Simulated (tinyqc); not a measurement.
Adding atomic layers: valley splitting of a silicon quantum well in envelope theory.

The well lies at 0 < z < L; U(z) = V0 [1/(1 + exp(z/w)) + 1/(1 + exp((L - z)/w))] - e F z, 1 mV/nm = 1e-4 eV/angstrom. The envelope psi solves -(c/ml) psi'' + U psi = E psi, c = hbar^2/2m0, by three-point differences on a grid of 0.1 angstrom from -40 to L + 40 angstrom. The two valleys at +/- k0 couple through D = C0 times the integral of exp(-i q z) U(z) psi^2, q = 2 k0 (2 pi/a), and split by Ev = 2|D|.

Constants: hbar^2/2m0 = 3.80998211 eV angstrom^2.

Inputs chosen for the exercise (near those of a strained Si well in SiGe; not measured data): V0 = 0.16 eV (conduction offset); ml = 0.917 m0 (mass along z); F = 14.5 mV/nm (field pressing towards the upper interface); k0 = 0.828 2 pi/a (valley position); a = 5.431 angstrom (lattice constant); C0 = 0.266 (Bloch overlap factor); Ls = (80, 81.4, 82.7, 84.1, 85.4, 86.8, 88.1, 89.5) angstrom (widths in steps of one atomic layer, a/4, rounded to the grid); F2 = 1 mV/nm (second field, zero or weak); w1 = 0.8 angstrom (interface width for this table).

The smooth splitting Ev = 2|D| with w = w1, at the field F2 and at F.

Results:
```
L (angstrom)  q L mod 2 pi  Ev at F2 (micro-eV)  Ev at F (micro-eV)
80.0                  2.47                 2.60                32.8
81.4                  5.15                 5.05                32.9
82.7                  1.36                 2.45                32.9
84.1                  4.04                 4.27                32.9
85.4                  0.25                 3.62                32.9
86.8                  2.93                 2.89                32.9
88.1                  5.42                 4.17                32.9
89.5                  1.82                 2.18                32.9
```

What can be read from this table?

At F2 the splitting swings between 2.18 and 5.05 micro-eV, a ratio of 2.31, as the two interfaces add with the phase q L, which advances on average by 2.60 rad a layer. At F the ratio is 1.00, where in the first row psi^2 at the upper interface is 3.26e+04 times that at the lower one: one interface dominates and the interference fades.

Program tinyqc; command `OMP_NUM_THREADS=1 python tinyqc.py 1280387 1280388 out.jsonl`; about 0.07 s on one thread of a shared Intel(R) Xeon(R) Processor @ 2.30GHz.
